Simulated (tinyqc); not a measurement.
Bandgap voltage reference from two bipolar transistors: output against temperature.

Two transistors of area 1 and N carry the same current I. Is(T) = Is (T/T0)^eta exp[(Vg0 q/kB)(1/T0 - 1/T)], VBE1 = Vt ln(I/Is(T)) + I rb, VBE2 = Vt ln(I/(N Is(T))) + I rb/N. The amplifier forces I R1(T) = VBE1 - VBE2 + Vos, with R(T) = R (1 + tc (T - T0)) for both resistors, and the output is Vref = VBE1 + I R2(T). Base currents and the Early effect are neglected.

Vt = kB T/q; I = (Vt ln N + Vos)/(R1(T) - rb (1 - 1/N)).

Inputs (values chosen for the exercise); values of the order met in silicon bipolar transistors: reference temperature T0 = 300 K; band-gap voltage extrapolated to 0 K Vg0 = 1.196 V; temperature exponent of the saturation current eta = 3.3; saturation current of the unit transistor at T0 Is = 1.4e-18 A; area ratio of the second transistor N = 24; resistor across which the difference of VBE falls, at T0 R1 = 16 kohm; temperature coefficient of both resistors tc = 0 ppm/K; offset of the amplifier Vos = 0 mV; series resistance of the unit transistor rb = 0 ohm; output resistor at T0 R2 = 93.9 kohm.

Constants: q = 1.602176634e-19 C, kB = 1.380649e-23 J/K. Results are converted to the units shown.

Results:
```
T (K),I (uA),VBE1 (V),I R2 (V),Vref (V),Vref - Vref(T0) (mV),dVref/dT (uV/K)
218,3.731,0.8842,0.3504,1.235,4.479,-21.30
233,3.988,0.8597,0.3745,1.234,4.059,-34.49
253,4.330,0.8267,0.4066,1.233,3.204,-50.81
298,5.101,0.7513,0.4790,1.230,0.1678,-83.26
323,5.529,0.7088,0.5191,1.228,-2.116,-99.22
348,5.957,0.6660,0.5593,1.225,-4.783,-114.0
373,6.384,0.6228,0.5995,1.222,-7.807,-127.7
398,6.812,0.5792,0.6397,1.219,-11.16,-140.6
423,7.240,0.5354,0.6799,1.215,-14.83,-152.7
```

Estimate the missing row, T = 273 K.

Computed row:
```
T (K),I (uA),VBE1 (V),I R2 (V),Vref (V),Vref - Vref(T0) (mV),dVref/dT (uV/K)
273,4.673,0.7933,0.4388,1.232,2.035,-65.89
```

With this row back in the table: VBE1 falls by 1.70 mV/K on average and I R2 rises by 1.61 mV/K. The slope of Vref vanishes at T = 196 K. Between 233 and 398 K Vref spans 15.2 mV, or 75.1 ppm/K by the box method (span over the average over T, over 165 K).

Program tinyqc, `OMP_NUM_THREADS=1 python tinyqc.py 2062017 2062018 out.jsonl`; Intel Xeon 2.30GHz, shared host, one thread, about 0.03 s.
